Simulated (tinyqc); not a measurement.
Worked calculation: binary melting diagram from solution models of liquid and solid. Computed by tinyqc, a small Python program that keeps every step. Command: `OMP_NUM_THREADS=1 python tinyqc.py 3025966 3025967 out.jsonl melt walk`. One thread of a shared host (Intel(R) Xeon(R) Processor @ 2.30GHz), about 0.01 s of CPU time with the checks. Intermediate numbers are printed to about 5 digits and carried at full precision; extremes and crossings named in words are read from the listed rows.

x is the fraction of B. In a phase with interaction L: mu_A = G_A + R T ln(1 - x) + L x^2, mu_B = G_B + R T ln x + L (1 - x)^2. Melting: G(liquid) - G(solid) = H (1 - T/T_m) for each pure component.

Inputs (values chosen for the exercise, modelled on Si-Ge):
```
quantity,value,unit
melting point T_A,1687,K
melting point T_B,1211,K
heat of melting H_A,49.7,kJ/mol
heat of melting H_B,36.8,kJ/mol
liquid interaction L_L,6.8,kJ/mol
solid interaction L_S,3,kJ/mol
"position of T, (T - T_A)/(T_B - T_A)",0.46,-
dilute content c0 of B,0.0066,-
growth number V delta/D,1,-
```

Diagram: complete solid solution (lens).

Constants: R = 8.314462618 J/(mol K).

## Temperature and melting free energies

T = T_A + u (T_B - T_A). The ideal solution has k_A = exp(dG_A/(R T)) = (1 - xs)/(1 - xl) and k_B = exp(dG_B/(R T)) = xs/xl, so xl = (1 - k_A)/(k_B - k_A).

T = 1468.04 K

dG_A = 6.4507 kJ/mol

dG_B = -7.8110 kJ/mol

ideal liquidus xl = 0.59567

ideal solidus xs = 0.31412

## Tie line by Newton steps

Equal potentials: F_A = dG_A + R T ln[(1 - xl)/(1 - xs)] + L_L xl^2 - L_S xs^2 = 0, F_B = dG_B + R T ln(xl/xs) + L_L (1 - xl)^2 - L_S (1 - xs)^2 = 0. Newton steps from the ideal values with the exact Jacobian, halved if x would leave (0, 1); stop below 1e-12, residuals under 1e-7 shown as 0.

Iteration:
```
step,xl,xs,F_A (kJ/mol),F_B (kJ/mol)
1,0.59567,0.31412,2.1168e+00,-2.9965e-01
2,0.72573,0.36161,-6.7209e-01,-1.9344e-02
3,0.70063,0.34999,-4.2297e-02,2.8505e-03
4,0.69894,0.34935,-1.7061e-04,2.8702e-06
5,0.69893,0.34935,0,0
6,0.69893,0.34935,0,0
```

liquidus xl = 0.69893

solidus xs = 0.34935

The interactions move the liquidus by +0.1033 and the solidus by +0.0352; the lens is 1.24 times as wide as the ideal one here.

## Dilute B in A: partition coefficient and slope

At T_A, k0 = exp[(dG_B(T_A) + L_L - L_S)/(R T_A)]; van 't Hoff: m_L = -R T_A^2 (1 - k0)/H_A per unit fraction. Burton-Prim-Slichter: k_eff = k0/[k0 + (1 - k0) exp(-V delta/D)]. Freezing range of c0: |m_L| c0 |1 - k0|/k0.

partition coefficient k0 = 0.46751

liquidus slope m_L = -253.52 K

effective coefficient k_eff = 0.70472

freezing range = 1.9058 K

k0 < 1: the solid rejects B and B lowers the melting point. Faster growth moves k_eff towards 1.

## Solute along a frozen bar

For the solid at frozen fraction f, relative to c0. Lever rule: k0/[1 - (1 - k0) f]. Scheil (no diffusion in the solid, mixed liquid): k (1 - f)^(k - 1), with k0 and with k_eff. One zone pass with a zone a tenth of the bar long: 1 - (1 - k0) exp(-10 k0 f).

Ratio c_s/c0:
```
f,lever rule,"Scheil, k0","Scheil, k_eff",one zone pass
0.0,0.46751,0.4675,0.7047,0.46751
0.1,0.49381,0.4945,0.7270,0.66637
0.3,0.55639,0.5653,0.7830,0.86902
0.5,0.63715,0.6762,0.8648,0.94858
0.7,0.74533,0.8876,1.0056,0.97981
0.8,0.81447,1.1015,1.1335,0.98735
0.9,0.89775,1.5932,1.3909,0.99208
```

All but the k_eff column start at k0 = 0.468. At f = 0.9 Scheil gives 1.59 against 0.898 for the lever rule, since the solid keeps what it took and the last liquid is richer in B. Scheil passes c0 at f = 0.760. Last over first value: 3.41 with k0 and 1.97 with k_eff, so faster growth gives the more even bar.

## The lens

The formulas are those given above.

Liquidus and solidus:
```
T (K),xl,xs,ideal xl,ideal xs
1663,0.09406,0.04275,0.07691,0.02848
1592,0.35720,0.15676,0.28768,0.11996
1520,0.57732,0.26604,0.47582,0.22634
1449,0.73630,0.38202,0.63628,0.34909
1378,0.84802,0.51972,0.77226,0.49590
1306,0.92778,0.69547,0.88583,0.67903
1235,0.98440,0.91513,0.97485,0.90801
```

The lens is widest among these rows at 1449 K (0.354 in x, ideal 0.287). L_L - L_S = +3.8 kJ/mol, relative to the mixed solid, penalises the mixed liquid, and the liquidus lies above the ideal one in every row.

Checks made by the program: tie line against the common tangent on 20001 points (relative difference 2e-05); k0 and m_L against a tie line 0.01 K from T_A (relative difference 1e-05).
